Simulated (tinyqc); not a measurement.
Raising U: Hubbard chain of 2 sites, mean field against exact. Computed by the program tinyqc. Collinear unrestricted mean field (the lowest of 40 random starts) against exact diagonalisation.

one-body matrix (hopping and site energies) (eV):
```
,1,2
1,0.0000,-1.9400
2,-1.9400,0.0000
```

electrons, up and down: 1  1

Exact and mean-field results (eV):
```
U,U/t,E exact,E mean field,mean |n_up - n_down|,"double occupancy, exact",first gap in the sector
0.970,0.500,-3.42520,-3.39500,0.000,0.219,3.425
1.940,1.000,-3.02941,-2.91000,0.000,0.189,3.029
3.880,2.000,-2.39797,-1.94000,5.18e-04,0.138,2.398
5.820,3.000,-1.94000,-1.29333,0.745,0.100,1.940
7.760,4.000,-1.60715,-0.97000,0.866,0.073,1.607
11.640,6.000,-1.17477,-0.64667,0.943,0.042,1.175
15.520,8.000,-0.91594,-0.48500,0.968,0.026,0.916
23.280,12.000,-0.62964,-0.32333,0.986,0.013,0.630
38.800,20.000,-0.38420,-0.19400,0.995,4.85e-03,0.384
```

What does the comparison show, and why?

In absolute terms mean field is worst at U/t = 3.0, 0.647 eV too high: at small U it is nearly exact, and at large U it misses only exchange-scale energies. For the symmetric dimer the instability lies at U = 2t. Its local moments set in at U/t = 3.0 of those listed, a broken symmetry that the exact state of a finite cluster with equal spins does not have. Relative to the exact energy its error is 0.9 % at the smallest U, 50 % at most and 50 % at the largest. The double occupancy falls from 0.219 to 0.005; at the largest U the first gap is 0.99 times the exchange scale 4t^2/U.
